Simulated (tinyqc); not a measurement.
RHF in the sto-6g basis, for H6, spin multiplicity 1, step by step. One step of it, computed by the program tinyqc.

Question. Iteration 3: DIIS coefficients. Solve [B -1; -1 0][c; lambda] = [0; -1] for the coefficients, which sum to one.

B (overlaps of the stored error matrices):
```
,1,2,3
1,4.9209438e-01,1.2809336e-02,8.1723355e-04
2,1.2809336e-02,1.4597350e-03,2.6846721e-04
3,8.1723355e-04,2.6846721e-04,5.6440162e-05
```

Give: DIIS coefficients.

Answer.

DIIS coefficients: 0.005  -0.278  1.273
